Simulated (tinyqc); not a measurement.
Landau-Devonshire theory of a uniaxial ferroelectric: one step, computed by the program tinyqc. Command: `OMP_NUM_THREADS=1 python tinyqc.py 3006330 3006331 out.jsonl ferro walk`. One thread of a shared host (Intel(R) Xeon(R) Processor @ 2.30GHz), about 0.01 s of CPU time with the checks.

G(P) = (alpha/2) P^2 + (beta*/4) P^4 + (gamma/6) P^6 - E P per volume, SI units, one domain, P along the polar axis, which is normal to the film.

Task: Spontaneous polarisation, susceptibility, coercive field. Ps^2 = [-beta* + sqrt(beta*^2 - 4 alpha gamma)]/(2 gamma). chi = 1/(eps_0 G''), G'' = alpha + 3 beta* P^2 + 5 gamma P^4 at Ps. Ps, chi and the coercive field are for perfect screening, without a depolarising field. The intrinsic coercive field is |alpha P + beta* P^3 + gamma P^5| at the P_c where G'' = 0. 1 C/m^2 = 100 microcoulomb/cm^2.

Inputs (values chosen for the exercise, modelled on lead titanate): Curie-Weiss temperature T0 = 752 K; gamma = 1.52e+09 J m^9/C^6; temperature T = 662 K.

Sample: epitaxial film.

alpha = -4.074136e+08 J m/C^2

beta* = 1.956364e+08 J m^5/C^4

Constants: eps_0 = 8.8541878128e-12 F/m.

Give: spontaneous polarisation Ps; susceptibility chi; well depth G(Ps); P_c; intrinsic coercive field.

Result:

spontaneous polarisation Ps = 67.63 microcoulomb/cm^2

susceptibility chi = 77.85

well depth G(Ps) = -58.70 MJ/m^3

P_c = 44.29 microcoulomb/cm^2

intrinsic coercive field = 137.5 MV/m

P_c/Ps = 0.655, above the 0.577 of a quartic well, as the sixth-order term matters. Real switching runs by domain nucleation at far lower fields.
